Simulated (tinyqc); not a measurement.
What each parameter does: inversion layer as a triangular well, valleys of the Si type.

Six ellipsoidal valleys with their long axes along the cube axes, mass ml along the axis and mt across it. For a valley whose axis makes the angle theta with the surface normal, 1/m_z = cos^2(theta)/ml + sin^2(theta)/mt sets the confinement; in the plane the masses are m_1 = mt and m_2 = ml mt/m_z, and m_d = sqrt(m_1 m_2).

The field is taken as constant, e F = 4 pi (e^2/4 pi eps0)(Nd + eta Ns)/eps, with 1e12/cm^2 = 1e-4/angstrom^2, and the oxide as a hard wall at z = 0; c = hbar^2/2m0.

Level j of a valley lies at E_j = a_j (c (e F)^2/m_z)^(1/3) above the band edge at the surface, with the Airy zeros a_j = 2.338107, 4.087949, 5.520560, 6.786708, 7.944134, 9.022651, 10.040174, 11.008524, 11.936016, 12.828777, and has <z> = 2 E_j/(3 e F).

Subband i holds n_i = g m_d/(2 pi c) kB T ln(1 + exp((EF - E_i)/kB T)) (spin included), and EF is fixed by sum n_i = Ns over the levels listed or, where none are listed, over j = 0 to 9 of each group; 1e12/cm^2 = 1e-4/angstrom^2.

Constants: hbar^2/2m0 = 3.80998211 eV angstrom^2; e^2/(4 pi eps0) = 14.39964547 eV angstrom; kB = 8.617333262e-05 eV/K.

Inputs chosen for the exercise (near those of Si; the results hold for these values, not for the real material): ml = 0.922 m0 (longitudinal mass); mt = 0.194 m0 (transverse mass); eps = 11.9 (dielectric constant); Nd = 2.8 x 1e12/cm^2 (depletion charge); eta = 0.75 (share of Ns in the effective field); face = 100 (surface); Ns = 3 x 1e12/cm^2 (electron sheet density); T = 300 K (temperature).

Field, ladders and EF anew. Each row changes one parameter from the base and keeps the others.

Results:
```
case                  lowest E (eV)  EF (eV)  share of lowest (%)  <z> (angstrom)
base                         0.1460   0.1423                 87.1           13.82
Ns = 1.5 x 1e12/cm^2         0.1235   0.0954                 81.4           15.59
Nd = 5.6 x 1e12/cm^2         0.1960   0.1957                 96.1           11.24
T = 360 K                    0.1460   0.1304                 79.2           14.53
ml = 1.014 m0                0.1415   0.1381                 88.0           13.38
mt = 0.175 m0                0.1460   0.1467                 89.0           13.71
eps = 10.7                   0.1568   0.1541                 89.9           13.10
```

The largest shifts from the base row, up to three for each result and ties (the steps differ in size, so this ranks the rows, not the parameters). lowest E (eV): Nd +0.0499, Ns -0.0226, eps +0.0107; unchanged at the printed digits by T and mt. EF (eV): Nd +0.0534, Ns -0.0469, T -0.0119. share of lowest (%): Nd +9.0, T -7.9, Ns -5.7. <z> (angstrom): Nd -2.58, Ns +1.77, eps -0.72.

Program tinyqc; command `OMP_NUM_THREADS=1 python tinyqc.py 1252686 1252687 out.jsonl`; about 0.06 s on one thread of a shared Intel(R) Xeon(R) Processor @ 2.30GHz.
